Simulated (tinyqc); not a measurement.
Changing the heater half-width b: the 3-omega method: a line heater on a substrate with a thin film. Computed by tinyqc, a small Python program. Command: `OMP_NUM_THREADS=1 python tinyqc.py 3011035 3011036 out.jsonl threeomega sweep`. One thread of a shared host (Intel(R) Xeon(R) Processor @ 2.30GHz), about 0.02 s of CPU time with the checks.

A current at angular frequency omega = 2 pi f heats the line at 2 omega with the amplitude P per length; the temperature swing Delta T at 2 omega gives a voltage at 3 omega. The substrate is taken as semi-infinite and isotropic, and the heat capacity of heater and film is left out.

Inputs (values chosen for the exercise, modelled on a silicon-germanium alloy on indium phosphide):
```
quantity                                    value           unit
substrate conductivity kappa                 65.4        W/(m K)
substrate heat capacity C                    1.49  1e6 J/(m^3 K)
power amplitude per length P                   49            W/m
current frequency f                           810             Hz
film thickness t                              330             nm
film conductivity kappa_f                     4.4        W/(m K)
interface resistance R_i                      5.4       m^2 K/GW
substrate thickness d_s                       500     micrometre
temperature coefficient of resistance beta    2.9         1e-3/K
voltage amplitude V_1                         1.7              V
```

Method:
- D = kappa/C; q = sqrt(2 i omega/D); penetration depth 1/|q| = sqrt(D/(2 omega)).
- Delta T_s = (P/(pi kappa)) int_0^infinity (sin x/x)^2 / sqrt(x^2 + (q b)^2) dx with (q b)^2 = i |q b|^2, averaged over the heater width (12 Gauss-Legendre points on each of the pieces 0, 14 log-spaced edges from 1e-5 to 1, and multiples of pi to 40 pi; the tail adds 1/(4 (40 pi)^2)).
- For |q| b much below 1: Delta T_s = (P/(pi kappa)) [-ln(|q| b) + eta - i pi/4], eta = 3/2 - C_E = 0.92278, with Euler's C_E = 0.5772157.
- One-dimensional flow across the film: Delta T_f = P (t/kappa_f + R_i)/(2 b); total in-phase swing Delta T = Delta T_s + Delta T_f; third-harmonic amplitude V_3 = V_1 beta |Delta T|/2 with the out-of-phase part included; the apparent film conductivity is t/(t/kappa_f + R_i).
- Take the in-phase swing at f and at 2f; in the narrow-line limit kappa = P ln 2/(2 pi [Delta T(f) - Delta T(2f)]), whatever the film and the heater width.

One run for each value; columns: (1) heater half-width b (micrometre); (2) error of the slope method (%); (3) in-phase Delta T_s (K); (4) Delta T_f (K); (5) film share of the in-phase swing; (6) |q| b:
```
(1)           (2)     (3)     (4)      (5)     (6)
0.50   2.1895e-03  1.3834  3.9396  0.74011  0.0076
0.94   7.7368e-03  1.2328  2.0955  0.62960  0.0143
1.80   2.8351e-02  1.0779  1.0943  0.50378  0.0274
3.40   1.0096e-01  0.9263  0.5794  0.38479  0.0518
6.30   3.4495e-01  0.7794  0.3127  0.28631  0.0959
12.00  1.2356e+00  0.6265  0.1641  0.20762  0.1827
22.00  4.0453e+00  0.4843  0.0895  0.15604  0.3350
42.00  1.3992e+01  0.3383  0.0469  0.12177  0.6396
80.00  4.6783e+01  0.2092  0.0246  0.10529  1.2183
```

Over the rows, error of the slope method (%) rises from 0.00219 to 46.8 (exponent d ln y / d ln x 2.0 between the first rows and 1.9 between the last); in-phase Delta T_s (K) falls from 1.38 to 0.209 (exponent d ln y / d ln x -0.18 between the first rows and -0.75 between the last); Delta T_f (K) falls from 3.94 to 0.0246 (exponent d ln y / d ln x about -1.0 throughout). The exponent of Delta T_f stays at -1: the flux is P/(2b). Narrow heaters keep the slope method exact and raise the film signal as 1/b, while the substrate signal changes only as ln b as long as |q| b is well below 1.

Caution (rows 0.500): the film is not thin against the heater width, so heat spreads sideways in it and the one-dimensional step fails.
